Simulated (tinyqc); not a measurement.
WKB tunnelling through a gate dielectric with a two-band (Franz) dispersion: one step. Decay constant through the layer. Five cases, with inputs chosen for the exercise.

Task: Nine points x = j x_e/8.

At depth x the conduction edge lies u(x) = phi - V x/t above the electron. Parabolic: kappa = sqrt(m u/c). Franz: kappa = sqrt(m u (1 - u/Eg)/c), which vanishes at both band edges. c = hbar^2/2m0. T = exp(-2 integral of kappa dx) over the region u > 0; no image force, no prefactor, zero transverse momentum. The region ends at x_e = min(t, phi t/V); x_e < t is the Fowler-Nordheim regime.

Constants: hbar^2/2m0 = 3.80998211 eV angstrom^2.

Give: kappa (1/angstrom).

Case 1.

Values chosen (of the size used for AlN on silicon; the results hold for these values, not for the real material): Eg = 6.08 eV (gap of the dielectric); phi = 1.78 eV (barrier above the electron energy at the emitter); m = 0.36 m0 (mass at the conduction edge); t = 44 angstrom (thickness); V = 1.2 V (voltage across the layer).

x_e = 44.0000 angstrom

Result:

kappa (1/angstrom):
```
x (angstrom)  u (eV)  parabolic   Franz
0.000         1.7800     0.4101  0.3449
5.500         1.6300     0.3924  0.3357
11.000        1.4800     0.3740  0.3253
16.500        1.3300     0.3545  0.3133
22.000        1.1800     0.3339  0.2998
27.500        1.0300     0.3120  0.2843
33.000        0.8800     0.2884  0.2667
38.500        0.7300     0.2626  0.2464
44.000        0.5800     0.2341  0.2227
```

At the emitter the Franz value is 15.9 % below the parabolic one, the factor sqrt(1 - phi/Eg).

Case 2.

Values chosen (of the size used for HfO2 on silicon; the results hold for these values, not for the real material): Eg = 5.85 eV (gap of the dielectric); phi = 1.44 eV (barrier above the electron energy at the emitter); m = 0.22 m0 (mass at the conduction edge); t = 32 angstrom (thickness); V = 0.4 V (voltage across the layer).

x_e = 32.0000 angstrom

Result:

kappa (1/angstrom):
```
x (angstrom)  u (eV)  parabolic   Franz
0.000         1.4400     0.2884  0.2504
4.000         1.3900     0.2833  0.2474
8.000         1.3400     0.2782  0.2442
12.000        1.2900     0.2729  0.2410
16.000        1.2400     0.2676  0.2375
20.000        1.1900     0.2621  0.2340
24.000        1.1400     0.2566  0.2302
28.000        1.0900     0.2509  0.2263
32.000        1.0400     0.2451  0.2222
```

At the emitter the Franz value is 13.2 % below the parabolic one, the factor sqrt(1 - phi/Eg).

Case 3.

Values chosen (of the size used for Al2O3 on silicon; the results hold for these values, not for the real material): Eg = 6.79 eV (gap of the dielectric); phi = 2.18 eV (barrier above the electron energy at the emitter); m = 0.26 m0 (mass at the conduction edge); t = 58 angstrom (thickness); V = 1.3 V (voltage across the layer).

x_e = 58.0000 angstrom

Result:

kappa (1/angstrom):
```
x (angstrom)  u (eV)  parabolic   Franz
0.000         2.1800     0.3857  0.3178
7.250         2.0175     0.3710  0.3111
14.500        1.8550     0.3558  0.3033
21.750        1.6925     0.3399  0.2945
29.000        1.5300     0.3231  0.2844
36.250        1.3675     0.3055  0.2730
43.500        1.2050     0.2868  0.2601
50.750        1.0425     0.2667  0.2454
58.000        0.8800     0.2451  0.2286
```

At the emitter the Franz value is 17.6 % below the parabolic one, the factor sqrt(1 - phi/Eg).

Case 4.

Values chosen (of the size used for HfO2 on silicon; the results hold for these values, not for the real material): Eg = 5.87 eV (gap of the dielectric); phi = 1.57 eV (barrier above the electron energy at the emitter); m = 0.21 m0 (mass at the conduction edge); t = 60 angstrom (thickness); V = 0.5 V (voltage across the layer).

x_e = 60.0000 angstrom

Result:

kappa (1/angstrom):
```
x (angstrom)  u (eV)  parabolic   Franz
0.000         1.5700     0.2942  0.2518
7.500         1.5075     0.2883  0.2485
15.000        1.4450     0.2822  0.2450
22.500        1.3825     0.2760  0.2414
30.000        1.3200     0.2697  0.2375
37.500        1.2575     0.2633  0.2334
45.000        1.1950     0.2566  0.2290
52.500        1.1325     0.2498  0.2245
60.000        1.0700     0.2429  0.2196
```

At the emitter the Franz value is 14.4 % below the parabolic one, the factor sqrt(1 - phi/Eg).

Case 5.

Values chosen (of the size used for La2O3 on silicon; the results hold for these values, not for the real material): Eg = 5.99 eV (gap of the dielectric); phi = 2.45 eV (barrier above the electron energy at the emitter); m = 0.3 m0 (mass at the conduction edge); t = 55 angstrom (thickness); V = 1 V (voltage across the layer).

x_e = 55.0000 angstrom

Result:

kappa (1/angstrom):
```
x (angstrom)  u (eV)  parabolic   Franz
0.000         2.4500     0.4392  0.3377
6.875         2.3250     0.4279  0.3347
13.750        2.2000     0.4162  0.3311
20.625        2.0750     0.4042  0.3268
27.500        1.9500     0.3918  0.3218
34.375        1.8250     0.3791  0.3161
41.250        1.7000     0.3659  0.3096
48.125        1.5750     0.3522  0.3023
55.000        1.4500     0.3379  0.2942
```

At the emitter the Franz value is 23.1 % below the parabolic one, the factor sqrt(1 - phi/Eg).

Computed by tinyqc, one run a case: `OMP_NUM_THREADS=1 python tinyqc.py N N+1 out.jsonl` with N = 1451765, 1451958, 1452040, 1452051, 1452383; one thread of a shared Intel(R) Xeon(R) Processor @ 2.30GHz, about 0.01 s a run at most.
